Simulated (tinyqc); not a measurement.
From results back to parameters: alloy A(1-x)B(x) by interpolation with bowing. Two cases, with inputs chosen for the exercise.

Problem. An unstrained alloy A(1-x)B(x) follows Vegard, a(x) = (1 - x) a_A + x a_B, and E(x) = (1 - x) E_A + x E_B - C x (1 - x) at Gamma. Its lattice constant and gap are given.

Case 1.

Values chosen (out of a larger set: A near AlAs, B near InAs; not measured data): a = (5.654, 6.058) angstrom (lattice constant of A, B); Eg = (3.119, 0.416) eV (gap at Gamma to the s-like level of A, B).

a(x) = 5.706520 angstrom
gap at Gamma = 2.691607 eV

Case 2.

Values chosen (out of a larger set: A near InSb, B near InAs; not measured data): a = (6.483, 6.054) angstrom (lattice constant of A, B); Eg = (0.232, 0.419) eV (gap at Gamma to the s-like level of A, B).

a(x) = 6.337140 angstrom
gap at Gamma = 0.149944 eV

Find: x; linear part of the gap; C.

Solution. x = (a - a_A)/(a_B - a_A); the bowing is the shortfall against the linear part divided by x (1 - x).

Case 1.

x = 0.130
linear part of the gap = 2.7676 eV
C = 0.672 eV

Case 2.

x = 0.340
linear part of the gap = 0.2956 eV
C = 0.649 eV

Computed by tinyqc, one run a case: `OMP_NUM_THREADS=1 python tinyqc.py N N+1 out.jsonl` with N = 1080135, 1080155; one thread of a shared Intel(R) Xeon(R) Processor @ 2.30GHz, about 0.01 s a run at most.
